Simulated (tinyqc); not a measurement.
# Worked calculation: input admittance of a MOSFET at zero drain bias: distributed channel and distributed gate

tinyqc, about 0.01 s, one thread, Intel Xeon 2.30GHz (shared host): `OMP_NUM_THREADS=1 python tinyqc.py 2262157 2262158 out.jsonl` Printed values are rounded.

Source and drain grounded, strong inversion, w = 2 pi f, Cox = eps0 eox/tox. The channel is an RC line of resistance 1/(mu Cox Vo) per square fed from both ends, so one finger has the intrinsic admittance y = i w Cox L tanh(g)/g per width, g = (1/2) sqrt(i w tau), tau = L^2/(mu Vo). The vertical resistance rv/L is in series with y, the overlaps 2 i w Cov in parallel: y_t = 1/(1/y + rv/L) + 2 i w Cov. The gate strip is a line of Rsh/L per length loaded by y_t, so a finger has Y = y_t Wf tanh(k)/k, k = (Wf/sd) sqrt(y_t Rsh/L); the device has Nf Y.

Values chosen for this exercise; values of the order met in silicon radio-frequency transistors:
- eox = 3.9 (relative permittivity of the gate insulator (close to silicon dioxide))
- tox = 4.2 nm (insulator thickness)
- L = 0.42 um (channel length)
- Wf = 1.7 um (finger width)
- Nf = 64 (number of fingers)
- mu = 120 cm^2/(V s) (channel mobility)
- Vo = 0.22 V (gate overdrive)
- Rsh = 7.3 ohm/square (sheet resistance of the gate)
- rv = 0 ohm um^2 (vertical resistivity of the gate stack)
- sd = 2 (number of ends at which a finger is contacted)
- Cov = 0.39 fF/um (overlap and fringe capacitance on each side)
- f = 1.3 GHz (frequency)

Constants: eps0 = 8.8541878128e-14 F/cm where lengths are in cm. Results are converted to the units shown.

## Low-frequency resistances and capacitance

Low-frequency limits, with c = Cox L and ct = c + 2 Cov: R_strip = Rsh Wf/(3 sd^2 L Nf), R_ch = (c/ct)^2 L/(12 mu Cox Vo Wf Nf), R_vert = (c/ct)^2 rv/(L Wf Nf), C = ct Wf Nf.

parts (ohm): strip 0.0384735, channel 9.86220, vertical 0
sum = 9.90068 ohm
C = 460.565 fF
1/(2 pi R C) = 34.9031 GHz

The channel term is the largest, 99.6 % of the sum.

## Admittance of the channel and stack per width

tau, g, c = Cox L, y and y_t as defined.

tau = 66.8182 ps
g = 0.261194+0.261194i
c = 3.45313 fF/um
y = 1.2790+28.1359i uS/um
y_t = 1.2790+34.5070i uS/um

w tau = 0.546, and Im y is 0.998 of w c.

## Input impedance of the device

k and Y as defined; Z = 1/(Nf Y) = R + 1/(i w C); Q = |Im Z|/R; signal at the point farthest from a contact |1/cosh k|.

k = 0.0149948+0.0144493i
Nf Y = 0.13970+3.75432i mS
R = 9.89732 ohm
C = 460.267 fF
Q = 26.8751
signal at the far point = 0.999992

R is 0.034 % below its low-frequency limit and C is 0.065 % below its own.
